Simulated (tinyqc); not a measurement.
# MOS inversion layer, Poisson-Schroedinger loop, step by step

Program tinyqc, `OMP_NUM_THREADS=1 python tinyqc.py 2160146 2160147 out.jsonl`; Intel Xeon 2.30GHz, shared host, one thread, about 0.9 s. Printed values are rounded.

Electrons confined at an insulator interface at z = 0, treated as a hard wall; parabolic valleys, Hartree approximation, no image or exchange terms. The depletion charge lies far deeper than the electrons and gives a uniform field q Nd/(eps0 eps_r); the gate balances all charge. Energies are counted from the band edge at the interface.

Parameters, values chosen for the exercise; masses and permittivity close to those of silicon (100):
- T = 300 K (temperature)
- eps_r = 11.9 (relative permittivity)
- mz1 = 0.931 m0 (mass along z of valley set A (2 valley(s)))
- md1 = 0.187 m0 (in-plane density-of-states mass of set A)
- mz2 = 0.189 m0 (mass along z of valley set B (4 valley(s)))
- md2 = 0.423 m0 (in-plane density-of-states mass of set B)
- Ns = 7.5e11 cm^-2 (sheet density of electrons)
- Nd = 3.7e11 cm^-2 (sheet density of depletion charge)
- dE = 0.1 eV (extra shift of set B (strain))
- hz = 1.5 nm (mesh step)
- a = 1 (mixing factor)

Constants: q = 1.602176634e-19 C, kB = 1.380649e-23 J/K, hbar = 1.054571817e-34 J s, m0 = 9.1093837015e-31 kg, Vt = kB T/q, eps0 = 8.8541878128e-14 F/cm where lengths are in cm, hbar^2/(2 m0) = 0.0380998212 eV nm^2. Results are converted to the units shown.

## Fixed part of the potential

z, node 1 to 14 (nm): [1.5, 3, 4.5, 6, 7.5, 9, 10.5, 12, 13.5, 15, 16.5, 18, 19.5, 21]

V0 = q Nd z/(eps0 eps_r) in eV.

fixed potential V0, node 1 to 14 (eV): [0.008439, 0.016879, 0.025318, 0.033757, 0.042197, 0.050636, 0.059075, 0.067515, 0.075954, 0.084393, 0.092833, 0.101272, 0.109711, 0.118151]

## Round 1: levels and probability densities

self-consistent potential U at the start, node 1 to 14 (eV): [0, 0, 0, 0, 0, 0, 0, 0, 0, 0, 0, 0, 0, 0]

Tridiagonal Hamiltonian with psi = 0 one step beyond both ends: H_ii = C (1/m_(i-1/2) + 1/m_(i+1/2))/hz^2 + V0_i + U_i (+ dE for the set B), H_(i,i+1) = -C/(m_(i+1/2) hz^2), C = hbar^2/(2 m0). The lowest 2 level(s) of each valley set are kept, normalised to hz sum |psi|^2 = 1. The mass is the same on all intervals.

levels (eV): A1 0.024899, A2 0.042579, B1 0.143017, B2 0.174729

```
node  |psi|^2 of A1 (1/nm)  |psi|^2 of A2 (1/nm)  |psi|^2 of B1 (1/nm)  |psi|^2 of B2 (1/nm)
1                 0.235584              0.176722              0.057690              0.053886
2                 0.282485              0.002672              0.150295              0.085565
3                 0.117815              0.152134              0.178143              0.026903
4                 0.026534              0.213083              0.139191              0.003017
5                 0.003829              0.095651              0.081533              0.061882
6                 0.000388              0.022630              0.038175              0.124091
7                 0.000029              0.003390              0.014846              0.130352
8                 0.000002              0.000355              0.004920              0.094089
9                 0.000000              0.000028              0.001415              0.051864
10                0.000000              0.000002              0.000358              0.023059
11                0.000000              0.000000              0.000081              0.008527
12                0.000000              0.000000              0.000016              0.002652
13                0.000000              0.000000              0.000003              0.000671
14                0.000000              0.000000              0.000000              0.000109
```

## Round 1: Fermi level and occupations

Level k holds N_k = D_k Vt ln(1 + exp((EF - E_k)/Vt)) with D = 2 md1 m0 q/(pi hbar^2) for the set A, D = 4 md2 m0 q/(pi hbar^2) for the set B per eV (spin included); EF is fixed by sum N_k = Ns.

EF = -0.0289806 eV
N_k (cm^-2): A1 4.73599e11, A2 2.45934e11, B1 2.35552e10, B2 6.91105e9

## Round 1: density, output potential and mixing

n_i = sum_k N_k |psi_k|^2 (converted to cm^-3). Hartree part by Gauss: on the interval before node i the electrons still beyond are S_i = Ns - hz sum_(j<i) n_j, and U_i = U_(i-1) + q S_i hz/(eps0 eps_r) in eV, U_0 = 0 at the interface. Mixing: U(new) = U + a (U(out) - U).

```
node  n (1e18 cm^-3)  U(out) (eV)  U after round 1 (eV)
1            1.56766    0.0171067             0.0171067
2            1.38574    0.0288500             0.0288500
3            0.97594    0.0358521             0.0358521
4            0.68271    0.0395152             0.0395152
5            0.27685    0.0408426             0.0408426
6            0.07506    0.0412227             0.0412227
7            0.02098    0.0413460             0.0413460
8            0.00854    0.0413975             0.0413975
9            0.00399    0.0414198             0.0414198
10           0.00168    0.0414285             0.0414285
11           0.00061    0.0414314             0.0414314
12           0.00019    0.0414322             0.0414322
13           0.00005    0.0414324             0.0414324
14           0.00001    0.0414325             0.0414325
```

## Course of the self-consistent loop

Start from U = 0. Stop when the largest |U(out) - U| is below 1e-7 eV, or after 120 rounds.

Course of the iteration:
```
round  level A1 (eV)      EF (eV)  largest |U(out) - U| (eV)
1          0.0248992   -0.0289806                     0.0414
2          0.0489180  -0.00208182                    9.80e-3
3          0.0473158  -0.00487405                    3.30e-3
4          0.0478685  -0.00389489                    1.22e-3
5          0.0476785  -0.00423783                    4.34e-4
6          0.0477465  -0.00411490                    1.56e-4
7          0.0477222  -0.00415891                    5.60e-5
8          0.0477309  -0.00414311                    2.01e-5
9          0.0477278  -0.00414878                    7.22e-6
10         0.0477289  -0.00414675                    2.59e-6
11         0.0477285  -0.00414748                    9.30e-7
12         0.0477287  -0.00414722                    3.34e-7
13         0.0477286  -0.00414731                    1.20e-7
14         0.0477286  -0.00414728                    4.30e-8
```

Converged in 14 rounds. Towards the end the residual shrinks by a factor of about 0.36 a round.

## Converged levels, occupations and centroid

converged U, node 1 to 14 (eV): [0.0171067, 0.0263647, 0.0311824, 0.0331549, 0.0337380, 0.0339086, 0.0339762, 0.0340075, 0.0340209, 0.0340260, 0.0340276, 0.0340281, 0.0340282, 0.0340282]

Solve for the levels with V0 + U, find EF, n_i = sum_k N_k |psi_k|^2 (in cm^-3); share of each level N_k/Ns; centroid sum n z/sum n.

levels (eV): A1 0.047729, A2 0.070934, B1 0.172397, B2 0.206186
EF = -0.00414728 eV
shares (%): A1 67.9276, A2 28.7248, B1 2.6344, B2 0.7132
n, node 1 to 14 (in units of 1e18 cm^-3): [2.29406, 1.29783, 0.83160, 0.40610, 0.12056, 0.03008, 0.01064, 0.00520, 0.00246, 0.00100, 0.00035, 0.00010, 0.00003, 0.00000]
centroid = 2.98375 nm

An 800-node mesh to 36 nm with 8 levels a set gives A1 = 0.04923 eV, EF = -0.007540 eV and a centroid of 4.121 nm; the levels kept above hold 79.0 % of the electrons there. The coarse centroid is 28 % below the fine one.

## Closed-form estimates

Triangular well: E_k = a_k (C F^2/mz)^(1/3), a_1 = 2.338107, a_2 = 4.087949, C = hbar^2/(2 m0), F in eV/nm. Fang-Howard (all electrons in the lowest level of set A): b^3 = 6 (mz1/C) q (Nd + 11 Ns/32)/(eps0 eps_r), centroid 3/b, level C b^2/(4 mz1) + (3/b) q (Nd + 11 Ns/16)/(eps0 eps_r). Use F = q (Nd + Ns)/(eps0 eps_r), the surface field, and F = q (Nd + Ns/2)/(eps0 eps_r).

A1 with the surface field = 0.0533348 eV
A1 with Nd + Ns/2 = 0.0406415 eV
A2 with Nd + Ns/2 = 0.0710576 eV
b = 1.11860 1/nm
Fang-Howard centroid = 2.68193 nm
Fang-Howard level = 0.0489185 eV

Against the self-consistent A1 = 0.04923 eV on a fine mesh, the surface-field estimate is 8.3 % above it, the half-charge one 17 % below it and Fang-Howard 0.64 % below it. A1 holds 56.8 % of the electrons, and the Fang-Howard centroid is 35 % below the full one.
